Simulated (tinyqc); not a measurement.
CID on RHF in the 6-31g basis, for H2, spin multiplicity 1, step by step. One step of it, computed by the program tinyqc.

Task: CID: roots. Diagonalise (each vector has its largest component positive (the first on a tie)); all determinants have Ms = 0, so triplets appear too. The lowest singlet root is the correlation energy.

Occupation strings over the orbitals (2 doubly, a alpha, b beta, 0 empty; spin orbitals ordered 1a 1b 2a 2b ...): 2000 0200 0ab0 0a0b 0ba0 0020 00ab 0b0a 00ba 0002

H - E(HF) between determinants (hartree), order 2000, 0200, 0ab0, 0a0b, 0ba0, 0020, 00ab, 0b0a, 00ba, 0002:
```
[[0.000000, 0.101348, 0.000000, -0.081006, 0.000000, 0.097785, 0.000000, 0.081006, 0.000000, 0.116480],
 [0.101348, 0.873780, 0.000000, 0.129447, 0.000000, 0.035388, 0.000000, -0.129447, 0.000000, 0.079364],
 [0.000000, 0.000000, 1.421808, 0.000000, -0.035388, 0.000000, -0.027733, 0.000000, -0.083630, 0.000000],
 [-0.081006, 0.129447, 0.000000, 1.657585, 0.000000, -0.027733, 0.000000, -0.079364, 0.000000, 0.032807],
 [0.000000, 0.000000, -0.035388, 0.000000, 1.421808, 0.000000, -0.083630, 0.000000, -0.027733, 0.000000],
 [0.097785, 0.035388, 0.000000, -0.027733, 0.000000, 2.043628, 0.000000, 0.027733, 0.000000, 0.162675],
 [0.000000, 0.000000, -0.027733, 0.000000, -0.083630, 0.000000, 2.294812, 0.000000, -0.162675, 0.000000],
 [0.081006, -0.129447, 0.000000, -0.079364, 0.000000, 0.027733, 0.000000, 1.657585, 0.000000, -0.032807],
 [0.000000, 0.000000, -0.083630, 0.000000, -0.027733, 0.000000, -0.162675, 0.000000, 2.294812, 0.000000],
 [0.116480, 0.079364, 0.000000, 0.032807, 0.000000, 0.162675, 0.000000, -0.032807, 0.000000, 2.597671]]
```

Give: lowest roots of this matrix, relative to E(HF); lowest vectors; <S^2> of these roots; weight of the ground state by excitation level 0, 1, 2, ....

Result:

lowest roots of this matrix, relative to E(HF) (hartree): [-0.030, 0.848, 1.370, 1.454, 1.578, 1.766, 2.012, 2.148]

lowest vectors, order 2000, 0200, 0ab0, 0a0b, 0ba0, 0020, 00ab, 0b0a, 00ba, 0002:
```
[[0.988, 0.130, 0.000, 0.000],
 [-0.121, 0.973, 0.000, 0.000],
 [0.000, 0.000, 0.700, 0.706],
 [0.054, -0.129, 0.000, 0.000],
 [0.000, 0.000, 0.700, -0.706],
 [-0.040, -0.039, 0.000, 0.000],
 [0.000, 0.000, 0.102, -0.039],
 [-0.054, 0.129, 0.000, 0.000],
 [0.000, 0.000, 0.102, 0.039],
 [-0.039, -0.044, 0.000, 0.000]]
```

<S^2> of these roots: [0.000, 0.000, 2.000, 0.000, 2.000, 0.000, 0.000, 2.000]

weight of the ground state by excitation level 0, 1, 2, ...: [0.976, 0.000, 0.024]
